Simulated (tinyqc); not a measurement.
Collinear exchange A + BC -> AB + C on a London-Eyring-Polanyi-Sato surface: saddle, string of images and rate: one step, computed by the program tinyqc.

x = r(AB), y = r(BC), r(AC) = x + y. V is counted from separated atoms, the barrier from A + BC, that is V + D(BC).

Problem. Frequencies at the saddle. Wilson matrix G = [[1/m_A + 1/m_B, -1/m_B], [-1/m_B, 1/m_B + 1/m_C]]; eigenvalues lambda of G H give nu = 15.6333042 THz x sqrt(|lambda|), the negative one being imaginary. Reactant: nu_BC from k = 2 D beta^2 and 1/m_B + 1/m_C. Skew angle: cos = sqrt(m_A m_C/((m_A + m_B)(m_B + m_C))).

Inputs (values chosen for the exercise, bond data loosely for abstraction of hydrogen from a Si-H bond by a hydrogen atom; the barrier is not fitted): D(BC) = 4.1 eV; beta(BC) = 1.52 1/angstrom; mass of A = 1.008 u; mass of B = 1.008 u; mass of C = 28.09 u.

Hessian (eV/angstrom^2), rows x, y:
$$\begin{pmatrix}
-1.021004 & 7.158109 \\
7.158109 & 6.832412
\end{pmatrix}$$

Constants: nu for 1 eV/(angstrom^2 u) = 15.6333042 THz.

Give: imaginary frequency; real frequency at the saddle; nu_BC; skew angle.

Solution.

imaginary frequency = 57.847 THz

real frequency at the saddle = 33.107 THz

nu_BC = 68.981 THz

skew angle = 45.993 degrees
